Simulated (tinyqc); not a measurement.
Global model of a low-pressure process discharge: electron temperature, density, ion flux and ion energy: one step, computed by the program tinyqc.

Maxwellian electrons with temperature T_e in eV, one positive ion, no negative ions, uniform bulk density n; rate constants have the Arrhenius form.

Task: Biased electrode. All bias power goes to ions: V_b = P_b/(J pi r^2). Debye length at the sheath edge lambda_D = sqrt(eps_0 T_e/(e h_L n)); Child-law sheath s = (sqrt2/3) lambda_D (2 V/T_e)^(3/4), V = V_b + V_s; ion transit time tau_i = 3 s sqrt(M/(2 e V)); collisions in the sheath s/lambda_i.

Inputs (values chosen for the exercise, of the order of those of an inductive discharge in a simple atomic gas):
```
quantity,value,unit
ion mass M,40,u
gas temperature T_g,600,K
radius R,22,cm
height L,10,cm
bias power P_b,75,W
radius of the biased electrode,5,cm
bias frequency,13.56,MHz
```

ion current density J = 1.557689 mA/cm^2

T_e = 1.546056 eV

h_L = 0.1406173

plasma density n = 3.580290e+11 1/cm^3

wall potential V_s = 7.234909 V

ion mean free path = 0.1453315 cm

Constants: eps_0 = 8.8541878128e-12 F/m; e = 1.602176634e-19 C; u = 1.6605390666e-27 kg.

Give: bias voltage V_b; lambda_D; sheath width s; ion transit time; transit time over bias period; s/lambda_i.

Result:

bias voltage V_b = 613.0 V

lambda_D = 41.20 micrometre

sheath width s = 2.928 mm

ion transit time = 160.6 ns

transit time over bias period = 2.177

s/lambda_i = 2.015

Many ions collide in the sheath, which lowers their energy and widens their angles. Caution: at so short an ion path the formulas for h_L and h_R give way to the ambipolar-diffusion limit.
